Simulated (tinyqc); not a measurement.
## Reflectance at normal incidence against thickness

Normal incidence on air, film (n1) and substrate (N2 = n2 - i k2): r01 = (1 - n1)/(1 + n1), r12 = (n1 - N2)/(n1 + N2), amplitude (r01 + r12 X)/(1 + r01 r12 X), X = exp(-4 pi i n1 d/lam), R its squared modulus, phase from 0 to 360 degrees.

Parameters, values chosen for the exercise:
- lam = 632.8 nm (wavelength)
- n1 = 1.65 (index of the transparent film)
- n2 = 3.882 (index of the substrate)
- k2 = 0.019 (extinction coefficient of the substrate)

Result of one run:
```
d (nm),R (%),phase of the reflected amplitude (degrees)
166,31.10,206.3
```

What becomes of these results when the film thickness d is changed from 166 to 71 nm, all else the same?

Result of the changed run:
```
d (nm),R (%),phase of the reflected amplitude (degrees)
71,9.905,87.98
```

The whole series:
```
d (nm),R (%),phase of the reflected amplitude (degrees)
0,34.85,179.8
24,31.51,155.3
48,21.97,126.7
71,9.905,87.98
95,3.089,3.613
119,9.214,275.2
142,21.24,235.3
166,31.10,206.3
190,34.84,181.6
```

R goes from 34.9 through a minimum of 3.09 (at d = 95 nm among the rows listed) to 34.8 %. At a quarter wave, d = 95.9 nm, R = 3.08 %; for a transparent substrate it would vanish for n1 = sqrt(n2) = 1.97.

Numbers from tinyqc (`OMP_NUM_THREADS=1 python tinyqc.py 2870146 2870147 out.jsonl`; about 0.01 s on one thread of a shared Intel Xeon 2.30GHz).
